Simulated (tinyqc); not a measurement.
# Dose and depth of a threshold implant

Question. A sheet of D acceptors per cm^2 lies at depth xi inside the depleted layer of a body doped Na. In the depletion approximation VT = Vfb + f2 + q D/Cox + gamma sqrt(f2 + Vsb - q D xi/(eps0 eps_r)), gamma = sqrt(2 eps0 eps_r q Na)/Cox, Cox = eps0 eox/tox. Find gamma, D and xi.

Inputs (values chosen for the exercise); band and dielectric values close to those of 4H silicon carbide:
```
symbol  value   unit                                                                 meaning
eps_r    9.52                                                          relative permittivity
Na       4e16  cm^-3                                       acceptor density deep in the body
eox       3.9         relative permittivity of the gate insulator (close to silicon dioxide)
tox       5.1     nm                                                     insulator thickness
Vfb     -0.82      V                                                       flat-band voltage
f2       2.84      V                                        band bending 2 phiF at threshold
```

Constants: q = 1.602176634e-19 C, eps0 = 8.8541878128e-14 F/cm where lengths are in cm. Results are converted to the units shown.

VT against the source at Vsb = 0 and 2.5 V (V): [2.5064815, 2.6120727]

Solution. With y^2 = f2 - q D xi/(eps0 eps_r) and d the difference of the thresholds over gamma, sqrt(y^2 + Vsb) - y = d gives y = (Vsb - d^2)/(2 d). The first threshold then gives D, and y^2 gives xi.

gamma = 0.154 V^0.5
D = 1.10e12 cm^-2
xi = 32.0 nm

Numbers from tinyqc (`OMP_NUM_THREADS=1 python tinyqc.py 2080032 2080033 out.jsonl`; about 0.5 s on one thread of a shared Intel Xeon 2.30GHz).
